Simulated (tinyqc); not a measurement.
Intrinsic density across materials: carrier statistics of a doped semiconductor with parabolic bands.

Constants: hbar^2/2m0 = 3.80998211 eV angstrom^2; kB = 8.617333262e-05 eV/K.
Inputs chosen for the exercise: T = 350 K.

Each case gives the gap at this temperature and the density-of-states masses, chosen for the exercise; N = 2 (m kB T/(4 pi c))^(3/2) with c = hbar^2/2m0, in 1/angstrom^3; times 1e24 for 1/cm^3; ni = sqrt(Nc Nv) exp(-Eg/2kT).

Results:
```
case       Eg (eV)   m_de   m_dh  Nc (1/cm^3)  Nv (1/cm^3)  ni (1/cm^3)
near InAs    0.346  0.027  0.416     1.40e+17     8.48e+18     3.52e+15
near Si      1.113  1.067  0.592     3.49e+19     1.44e+19     2.17e+11
near GaSb    0.708  0.039  0.410     2.44e+17     8.30e+18     1.14e+13
near InSb    0.158  0.014  0.432     5.24e+16     8.98e+18     5.00e+16
near SiC     3.222  0.800  1.182     2.26e+19     4.06e+19     0.000192
```

What can be read from this table?

ni spans 20.4 decades, while sqrt(Nc Nv) spans only 1.6; each 0.1 eV of gap costs a factor 5.25. The order of ni is the reverse of the order of the gaps. For near InSb ni exceeds a tenth of Nc, so the Boltzmann formula overestimates it.

tinyqc: `OMP_NUM_THREADS=1 python tinyqc.py 1650819 1650820 out.jsonl`; about 0.02 s, one thread, shared Intel(R) Xeon(R) Processor @ 2.30GHz.
